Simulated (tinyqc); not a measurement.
Dopant series: competing polymorphs of an oxide film: bulk, surface, grain-boundary, dopant and field terms. Computed by tinyqc, a small Python program. Command: `OMP_NUM_THREADS=1 python tinyqc.py 3014467 3014468 out.jsonl polymorph walk`. One thread of a shared host (Intel(R) Xeon(R) Processor @ 2.30GHz), about 0.01 s of CPU time with the checks.

Phases: monoclinic m (reference), polar orthorhombic o, tetragonal t. Free energies per formula unit (f.u.); 1 J/m^2 x angstrom^3/nm = 6.241509 meV.

Inputs (values chosen for the exercise, for a model oxide):
```
quantity                                    value          unit
energy of the polar phase o over m           72.2      meV/f.u.
energy of the tetragonal phase t over m      97.2      meV/f.u.
entropy of o over m                        0.0083  meV/(f.u. K)
entropy of t over m                          0.05  meV/(f.u. K)
surface energy of m                          3.12         J/m^2
surface energy of o                          2.53         J/m^2
surface energy of t                          2.36         J/m^2
grain-boundary energy over surface energy    0.67             -
volume per formula unit Omega                33.1    angstrom^3
film thickness h                               28            nm
grain radius R                                 14            nm
temperature T                                 300             K
shift of o per % of dopant                   -2.5      meV/f.u.
shift of t per % of dopant                    -10      meV/f.u.
width sigma of ln R                          0.53             -
interlayer thickness (SiO2)                  0.93            nm
```

Geometry: columnar grains in a film.

permittivities of m, o, t: 19  25  42

Method:
- Bulk term b = H - T S + (shift) x, zero for m.
- With G = b + gamma Omega A (b the bulk free energy per formula unit, A the area per volume), two phases i, j cross at A_ij = (b_j - b_i)/(Omega (gamma_i - gamma_j)); o has a window only if A_mo < A_ot.
- Grain radii are log-normal by volume with median R and width sigma; the share with A above A* is that with radius below R*, R* = f_b/(A* - 2/h) (all grains if A* <= 2/h), share = (1/2) erfc[-ln(R*/R)/(sqrt 2 sigma)]. Effective permittivity of a layer of thickness h built of such grains, taken in parallel: sum of share x eps; EOT = interlayer + 3.9 h/eps.

Against dopant content:
```
x (%)  A_mo (1/nm)  A_ot (1/nm)  share m  share o  share t
0.0        0.57191       0.3556  0.99999        0   0.0000
1.0        0.55140       0.1421  0.99996        0   0.0000
2.0        0.53089      -0.0715  0.99985        0   0.0002
3.0        0.51038      -0.2850  0.99931        0   0.0007
4.0        0.48987      -0.4986  0.99624        0   0.0038
5.0        0.46936      -0.7121  0.97367        0   0.0263
6.5        0.43859      -1.0324  0.33384        0   0.6662
8.0        0.40783      -1.3528  0.00000        0   1.0000
10.0       0.36680      -1.7798  0.00000        0   1.0000
```

The dopant lowers t by 10 and o by 2.5 meV per %, so A_ot falls faster than A_mo. The share of o stays under 2 % at every content listed. t holds the majority from x = 6.5 % on.

Extremes, crossings and ranges named in words are read from the listed rows.
